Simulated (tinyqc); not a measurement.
# Worked calculation: reset of a mushroom phase-change cell, hemispherical electro-thermal model

Program tinyqc, `OMP_NUM_THREADS=1 python tinyqc.py 2490115 2490116 out.jsonl`; Intel Xeon 2.30GHz, shared host, one thread, about 0.01 s. Printed values are rounded.

Current spreads from a hemispherical contact of radius r0 into a large dome with constant rho and ka: j = I/(2 pi r^2). With s = r0/r the steady rise is T - T0 = c (b s - s^2), c = I^2 rho/(8 pi^2 ka r0^2). The heat lost through the heater, (T(r0) - T0)/Rh, fixes b = (2 + g)/(1 + g), g = 1/(2 pi ka r0 Rh).

Inputs (values chosen for the exercise); values of the order of Ge-Sb-Te and related chalcogenides:
```
symbol,value,unit,meaning
T0,300,K,ambient temperature
Tm,887,K,melting point
r0,17,nm,radius of the heater contact
rho,6,mohm cm,resistivity of the hot chalcogenide
ka,1.41,W/(m K),its thermal conductivity
Rh,5,K/uW,thermal resistance of the path through the heater
I,910,uA,reset current
```

Range of the model: Constant properties, no latent heat, thermoelectric terms, boundary resistance or heating in the heater itself.

## Constants and melting current

The peak lies at s = b/2 with the rise c b^2/4; melting starts at the current where that equals Tm - T0, and the molten shell spans the roots of s^2 - b s + (Tm - T0)/c = 0 (s at most 1). Electrical resistance rho/(2 pi r0).

g = 1.327951
b = 1.429562
resistance = 0.5617233 kohm
radius of the peak = 23.78350 nm
melting current = 784.9169 uA
power at that current = 346.0747 uW

## Temperature profile and molten shell

| point | r (nm) |
|---|---|
| 0 | 17 |
| 1 | 19.5 |
| 2 | 23 |
| 3 | 27.2 |
| 4 | 34 |
| 5 | 44.2 |
| 6 | 59.5 |
| 7 | 85 |

As before.

c = 1544.285 K

| point | T (K) |
|---|---|
| 0 | 963.3664 |
| 1 | 1050.922 |
| 2 | 1088.078 |
| 3 | 1076.546 |
| 4 | 1017.754 |
| 5 | 920.6521 |
| 6 | 804.6934 |
| 7 | 679.7588 |

peak T = 1088.994 K
inner radius of the melt = 17 nm
outer radius of the melt = 48.14266 nm

The melt reaches the contact. In this hemispherical model any closed shell already blocks the current after the quench.
